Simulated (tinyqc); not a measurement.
What moves the results: delta-doped layer in the Thomas-Fermi potential. A value that a table varies takes the place of the one given here.

All donors ionised in the plane z = 0, zero temperature, energies from the Fermi level EF of the Thomas-Fermi model, which lies at the bulk band edge; c = hbar^2/2m0, q = e^2/(4 pi eps0). Layer in a (001) plane: two valleys with m_z = ml, m_d = mt (unprimed) and four with m_z = mt, m_d = sqrt(ml mt) (primed); m3 = (ml mt^2)^(1/3), gv = 6. With n = (gv/3 pi^2)(m3 (-V)/c)^(3/2) and V'' = -(4 pi q/eps) n for z > 0, the solution is V = -b/(|z| + z0)^4 with sqrt(b) = 20/K, K = (4 pi q/eps)(gv/3 pi^2)(m3/c)^(3/2), and z0^5 = 4b/(e F0), e F0 = 2 pi q N/eps; 1e13/cm^2 = 1e-3/angstrom^2. Exchange and correlation are left out.

Subbands solve -(c/m_z) psi'' + V psi = E psi on 1280 points of spacing z0/80; up to ten levels for each group, kept if bound with an rms width below 2.5 z0.

Constants: hbar^2/2m0 = 3.80998211 eV angstrom^2; e^2/(4 pi eps0) = 14.39964547 eV angstrom.

Inputs chosen for the exercise (near those of a delta-doped layer in Si; shifted at random, so the results belong to these values and not to a real crystal): ml = 0.918 m0 (longitudinal mass); mt = 0.191 m0 (transverse mass); eps = 11.8 (dielectric constant); Nl = (0.27, 0.54, 1.1, 1.9, 3.2, 5.4, 8.6) x 1e13/cm^2 (sheet densities); N = 2.7 x 1e13/cm^2 (donor sheet density).

## Doping density

The well, the lowest level and the filling anew; at zero temperature n_i = g m_d (mu - E_i)/(2 pi c), with mu fixed by sum n_i = N.

Results:

| N (1e13/cm^2) | z0 (angstrom) | depth (eV) | lowest (eV) | next - lowest (eV) | occupied | share of lowest (%) |
|---|---|---|---|---|---|---|
| 0.27 | 42.1 | 0.0218 | -0.0062 | 0.0035 | 2 | 35.4 |
| 0.54 | 36.6 | 0.0379 | -0.0121 | 0.0065 | 2 | 34.1 |
| 1.1 | 31.8 | 0.0670 | -0.0236 | 0.0120 | 2 | 32.7 |
| 1.9 | 28.5 | 0.1038 | -0.0394 | 0.0191 | 3 | 31.6 |
| 3.2 | 25.7 | 0.1575 | -0.0639 | 0.0295 | 3 | 30.4 |
| 5.4 | 23.1 | 0.2393 | -0.1032 | 0.0455 | 3 | 29.1 |
| 8.6 | 21.1 | 0.3473 | -0.1576 | 0.0665 | 3 | 28.0 |

What does this show, and why?

The depth grows as N^(4/5) and z0 shrinks as N^(-1/5): factors 15.9 and 2.00 for 32 times the doping. The lowest level deepens faster, with exponent 0.94, since the zero-point energy takes a smaller share of a deeper well (72 % falling to 55 %). The number of occupied subbands is 2 in the first row and 3 in the last. Up to N = 1.1 the donor spacing exceeds 1.5 Bohr radii (one radius, a0 eps/m with the density-of-states mass, is 19 angstrom), where a uniform sheet is a crude picture of discrete donors (beyond about three radii electrons stay on single donors).

## What each parameter does

z0, depth, lowest level and its rms width. Each row changes one parameter from the base and keeps the others.

Results:

| case | z0 (angstrom) | depth (eV) | lowest (eV) | rms z (angstrom) |
|---|---|---|---|---|
| base | 26.56 | 0.1375 | -0.0546 | 8.33 |
| N = 1.62 x 1e13/cm^2 | 29.42 | 0.0913 | -0.0340 | 10.28 |
| eps = 10.6 | 24.90 | 0.1435 | -0.0555 | 8.17 |
| ml = 1.056 m0 | 25.83 | 0.1337 | -0.0540 | 7.87 |
| mt = 0.162 m0 | 28.37 | 0.1468 | -0.0619 | 8.05 |

How do the results move?

The largest shifts from the base row, up to three for each result and ties (the steps differ in size, so this ranks the rows, not the parameters). z0 (angstrom): N +2.86, mt +1.81, eps -1.66. depth (eV): N -0.0461, mt +0.0094, eps +0.0060. lowest (eV): N +0.0206, mt -0.0073, eps -0.0009. rms z (angstrom): N +1.94, ml -0.46, mt -0.29.

Run: tinyqc, `OMP_NUM_THREADS=1 python tinyqc.py 1251861 1251862 out.jsonl`; Intel(R) Xeon(R) Processor @ 2.30GHz, one thread, shared host; about 0.1 s of CPU time with all checks.
